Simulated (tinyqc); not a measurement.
# Input admittance of a MOSFET at zero drain bias: distributed channel and distributed gate, step by step

Program tinyqc, `OMP_NUM_THREADS=1 python tinyqc.py 2262164 2262165 out.jsonl`; Intel Xeon 2.30GHz, shared host, one thread, about 0.01 s. Printed values are rounded.

Source and drain grounded, strong inversion, w = 2 pi f, Cox = eps0 eox/tox. The channel is an RC line of resistance 1/(mu Cox Vo) per square fed from both ends, so one finger has the intrinsic admittance y = i w Cox L tanh(g)/g per width, g = (1/2) sqrt(i w tau), tau = L^2/(mu Vo). The vertical resistance rv/L is in series with y, the overlaps 2 i w Cov in parallel: y_t = 1/(1/y + rv/L) + 2 i w Cov. The gate strip is a line of Rsh/L per length loaded by y_t, so a finger has Y = y_t Wf tanh(k)/k, k = (Wf/sd) sqrt(y_t Rsh/L); the device has Nf Y.

Inputs (values chosen for the exercise); values of the order met in silicon radio-frequency transistors:
- eox = 22.2 (relative permittivity of the gate insulator (close to hafnium oxide))
- tox = 18 nm (insulator thickness)
- L = 0.94 um (channel length)
- Wf = 15 um (finger width)
- Nf = 32 (number of fingers)
- mu = 380 cm^2/(V s) (channel mobility)
- Vo = 0.44 V (gate overdrive)
- Rsh = 4.2 ohm/square (sheet resistance of the gate)
- rv = 0 ohm um^2 (vertical resistivity of the gate stack)
- sd = 2 (number of ends at which a finger is contacted)
- Cov = 0.31 fF/um (overlap and fringe capacitance on each side)
- f = 2.2 GHz (frequency)

Constants: eps0 = 8.8541878128e-14 F/cm where lengths are in cm. Results are converted to the units shown.

## Low-frequency resistances and capacitance

Low-frequency limits, with c = Cox L and ct = c + 2 Cov: R_strip = Rsh Wf/(3 sd^2 L Nf), R_ch = (c/ct)^2 L/(12 mu Cox Vo Wf Nf), R_vert = (c/ct)^2 rv/(L Wf Nf), C = ct Wf Nf.

parts (ohm): strip 0.174535, channel 0.794878, vertical 0
sum = 0.969413 ohm
C = 5224.78 fF
1/(2 pi R C) = 31.4227 GHz

The channel term is the largest, 82.0 % of the sum.

## Admittance of the channel and stack per width

tau, g, c = Cox L, y and y_t as defined.

tau = 52.8469 ps
g = 0.302180+0.302180i
c = 10.2650 fF/um
y = 8.591+141.265i uS/um
y_t = 8.591+149.835i uS/um

w tau = 0.731, and Im y is 0.996 of w c.

## Input impedance of the device

k and Y as defined; Z = 1/(Nf Y) = R + 1/(i w C); Q = |Im Z|/R; signal at the point farthest from a contact |1/cosh k|.

k = 0.141208+0.133343i
Nf Y = 5.0211+71.8040i mS
R = 0.969141 ohm
C = 5219.93 fF
Q = 14.3003
signal at the far point = 0.998804

R is 0.028 % below its low-frequency limit and C is 0.093 % below its own.
